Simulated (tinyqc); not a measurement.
Temperature series and Richardson plot: current of a Schottky diode by thermionic-emission-diffusion theory, and its read-back from I-V-T and C-V data. Computed by tinyqc, a small Python program. Command: `OMP_NUM_THREADS=1 python tinyqc.py 3023331 3023332 out.jsonl schottky walk`. One thread of a shared host (Intel(R) Xeon(R) Processor @ 2.30GHz), about 0.01 s of CPU time with the checks.

Full ionisation, no tunnelling, no recombination current. V is the voltage across the junction itself, forward positive.

Inputs (values chosen for the exercise, modelled on n-type 4H-SiC):
```
quantity                                     value          unit
Richardson constant A*                         148  A/(cm^2 K^2)
effective density of states at 300 K, N_c  1.8e+19        1/cm^3
permittivity eps                               9.7             -
mobility mu                                    960    cm^2/(V s)
barrier without image force phi_0 (mean)      1.17            eV
doping N                                   5.3e+16        1/cm^3
junction voltage V                            0.47             V
standard deviation sigma                        33           meV
relative change of sigma^2 with bias, rho      0.7           1/V
```

Barrier: Gaussian spread of heights.

Constants: k_B = 8.617333262e-05 eV/K; e = 1.602176634e-19 C; eps_0 = 8.8541878128e-12 F/m.

Method:
- N_c(T) = N_c (T/300 K)^(3/2); V_bi = phi_0 - (k_B T/e) ln(N_c(T)/N); surface field F = sqrt(2 e N (V_bi - V - k_B T/e)/(eps eps_0)); image lowering d_phi = sqrt(e F/(4 pi eps eps_0)); effective barrier phi = phi_0 - d_phi - sigma^2 (1 - rho V)/(2 k_B T).
- Collection velocity v_R = A* T^2/(e N_c(T)); diffusion velocity v_D = mu F; J = e N_c(T) v_R/(1 + v_R/v_D) exp(-phi/k_B T) [exp(e V/k_B T) - 1].
- Ideality n = (e/k_B T)/(d ln J/dV) by a central difference of +/- 1 mV; J_0 = J exp(-e V/(n k_B T)); apparent barrier phi_IV = k_B T ln(A* T^2/J_0); a C-V plot gives phi_CV = phi_0, the mean without lowering.
- A least-squares line of ln(J_0/T^2) against 1/(k_B T) gives a barrier (minus the slope) and a Richardson constant (exp of the intercept).

At the same junction voltage:
```
T (K)  1/k_B T (1/eV)       n  J_0 (A/cm^2)  phi_IV (eV)  ln(J_0/T^2)
200            58.023  1.0412    1.9354e-21       1.0907      -58.291
250            46.418  1.0375    6.9636e-16       1.0974      -45.944
300            38.682  1.0356    4.0865e-12       1.1020      -37.631
350            33.156  1.0350    2.1949e-09       1.1054      -31.653
400            29.011  1.0352    2.5966e-07       1.1080      -27.147
450            25.788  1.0362    1.1094e-05       1.1100      -23.628
```

barrier from the Richardson plot = 1.0753 eV

Richardson constant from the plot = 56.408 A/(cm^2 K^2)

From 200 to 450 K n goes from 1.041 to 1.036 and phi_IV from 1.091 to 1.110 eV. The plot returns 1.075 eV against phi_0 = 1.17 and a constant 0.381 times the true A*: a spread of barriers lets cold carriers pick the low patches, which bends the plot and lowers both numbers.

Extremes, crossings and ranges named in words are read from the listed rows.
